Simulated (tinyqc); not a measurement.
Single-junction solar cell, detailed-balance limit: one step of the calculation.

Every photon above the gap Eg makes one pair and none below is absorbed; carriers thermalise at T and move without loss. Jsc = q fs X Phi(Eg, Ts); the dark current is J0 = q ge Phi(Eg, T)/ERE with the Boltzmann factor exp(V/Vt). The efficiency is the electrical power over fs X sigma Ts^4.

Task. Maximum power point by substitution. v = Vmp/Vt solves (1 + v) exp(v) = 1 + Jsc/J0; v(new) = ln[(1 + Jsc/J0)/(1 + v)].

v at the start = 0
Jsc = 9.4315049 mA/cm^2
J0 = 1.2791758e-16 mA/cm^2

Give: v after iteration 1.

Result.

v after iteration 1 = 38.84

Numbers from tinyqc (`OMP_NUM_THREADS=1 python tinyqc.py 2820133 2820134 out.jsonl`; about 0.01 s on one thread of a shared Intel Xeon 2.30GHz).
